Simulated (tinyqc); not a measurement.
What each parameter does: pair of shallow donors (hydrogen-like orbitals).

Each donor has the orbital exp(-r/a); energy unit Ha* = q/(eps a), q = e^2/(4 pi eps0), so that a lone donor is bound by Ha*/2; x = R/a. One electron: S = (1 + x + x^2/3) exp(-x), j = 1/x - (1 + 1/x) exp(-2x), k = (1 + x) exp(-x); levels E(+/-) = -1/2 - (j +/- k)/(1 +/- S) in Ha*, without the repulsion of the ions, split by D = |E(-) - E(+)|. In six valleys the overlaps S and k are multiplied by v = [cos(K Rx) + cos(K Ry) + cos(K Rz)]/3, K = k0 (2 pi/a_lat), for isotropic envelopes and the symmetric valley state.

Two electrons, Heitler-London: with S' = (1 - x + x^2/3) exp(x), C = 1/x - exp(-2x)(1/x + 11/8 + 3x/4 + x^2/6), X = (1/5){exp(-2x)(25/8 - 23x/4 - 3x^2 - x^3/3) + (6/x)[S^2 (0.5772157 + ln x) + S'^2 Ei(-4x) - 2 S S' Ei(-2x)]}, Q = C - 2j + 1/x and A = X - 2 S k + S^2/x, the singlet and triplet lie at (Q +/- w A)/(1 +/- w S^2) from two lone donors, with the valley weight w = v^2; the exchange is J = triplet - singlet.

Constants: e^2/(4 pi eps0) = 14.39964547 eV angstrom.

Inputs chosen for the exercise (near those of two donors in Si; shifted at random, so the results belong to these values and not to a real crystal):
- a = 17.5 angstrom (orbital radius)
- eps = 11.3 (dielectric constant)
- n = (18.5, 0.5, 0) a_lat (separation vector)
- a_lat = 5.431 angstrom (lattice constant)
- k0 = 0.843 2 pi/a_lat (valley position)

x, D = |E(-) - E(+)| and J.

One parameter was then changed.

Results before and after:
```
case         x  D (meV)  J (micro-eV)
base     5.743   0.4015          5.51
changed  5.235   0.5494          11.3
```

Which of these changes was made? (a) k0 = 0.823 2 pi/a_lat; (b) n = (19.5, 0.5, 0) a_lat; (c) a = 19.2 angstrom; (d) eps = 12.4.

Answer: (c) a = 19.2 angstrom. Of the candidates, run in turn, only this one gives the changed row.

All candidates:
```
case                          x  D (meV)  J (micro-eV)
base                      5.743   0.4015          5.51
a = 19.2 angstrom         5.235   0.5494          11.3
eps = 12.4                5.743   0.3659          5.02
k0 = 0.823 2 pi/a_lat     5.743   0.1728          1.02
n = (19.5, 0.5, 0) a_lat  6.054   0.3563          4.35
```

(tinyqc, `OMP_NUM_THREADS=1 python tinyqc.py 1282409 1282410 out.jsonl`, Intel(R) Xeon(R) Processor @ 2.30GHz, 1 thread, shared host, about 0.01 s.)
